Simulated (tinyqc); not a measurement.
Strained alloy layer of InAs and AlAs on (001) InP, model-solid band line-up: one step of the calculation.

The layer is x parts of the first compound and 1 - x of the second, grown coherently on the third as substrate and barrier. Rows of the table: lattice constant a, average valence level Ea on an absolute scale, spin-orbit splitting so, gaps at Gamma, X and L, hydrostatic deformation potentials av and ac (Gamma), shear potential b, elastic constants, electron and heavy-hole (along z) masses. All are interpolated linearly in x; gaps get -C x (1 - x), taken wholly in the conduction band; real line-ups can differ from this model by 0.1 eV or more.

Problem. Relaxed alloy and strain. In-plane strain e = (a_substrate - a)/a, e_z = -2 (c12/c11) e, volume change 2 e + e_z.

Values chosen for this exercise:
```
symbol  value  unit                                      meaning
x        0.51        fraction of the first compound in the layer
CG        0.7    eV                      bowing of the Gamma gap
CX          0    eV                          bowing of the X gap
CL          0    eV                          bowing of the L gap
```

Binary compounds, values chosen for the exercise:
```
              close to InAs  close to AlAs  close to InP
a (angstrom)          6.058          5.661         5.869
Ea (eV)               -6.67          -7.49         -7.04
so (eV)               0.374          0.281         0.111
EG (eV)               0.352           2.96          1.36
EX (eV)                1.36           2.14          2.17
EL (eV)                1.07           2.32          1.91
av (eV)               0.986           2.47          1.26
ac (eV)               -5.08          -5.61         -4.98
b (eV)                 -1.8           -1.5         -1.69
c11 (GPa)                83            123           102
c12 (GPa)              44.6           54.1          55.9
me (m0)              0.0228          0.152        0.0791
mh (m0)               0.327          0.472         0.523
```

Find: a; Gamma gap; X gap; L gap; e; e_z; volume change.

Solution.

a = 5.8635 angstrom
Gamma gap = 1.4550 eV
X gap = 1.7422 eV
L gap = 1.6825 eV
e = 0.094313 %
e_z = -0.090553 %
volume change = 0.098072 %

The relaxed alloy has its lowest gap at Gamma (direct). The layer is under tensile in-plane strain.

tinyqc, about 0.01 s, one thread, Intel Xeon 2.30GHz (shared host): `OMP_NUM_THREADS=1 python tinyqc.py 2690048 2690049 out.jsonl`
